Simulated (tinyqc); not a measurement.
Surface potential of a MOS transistor: implicit equation and explicit approximations: one step of the calculation.

p-type body, charge-sheet picture, depletion and inversion only, full ionisation (an idealisation for deep acceptors), Boltzmann statistics (rough once Na exp(x - xn) passes about Nc/7). In units of Vt: xg = (Vg - Vfb)/Vt, x = psi/Vt, G = gamma/sqrt(Vt), xn = (2 phiF + Vc)/Vt. The implicit equation is (xg - x)^2 = G^2 [x - 1 + exp(x - xn)] for x above about 3. Cox = eps0 eox/tox.

Problem. New x. D = exp(x - xn), f = (xg - x)^2 - G^2 (x - 1 + D), f' = -2 (xg - x) - G^2 (1 + D), x(new) = x - f/f'.

x at the start = 144.59000
G = 3.0730400
xn = 137.72986
xg = 181.41730

Give: D; f; f'; x after iteration 1.

Solution.

D = 953.5
f = -9004
f' = -9088
x after iteration 1 = 143.6

Numbers from tinyqc (`OMP_NUM_THREADS=1 python tinyqc.py 2122243 2122244 out.jsonl`; about 0.01 s on one thread of a shared Intel Xeon 2.30GHz).
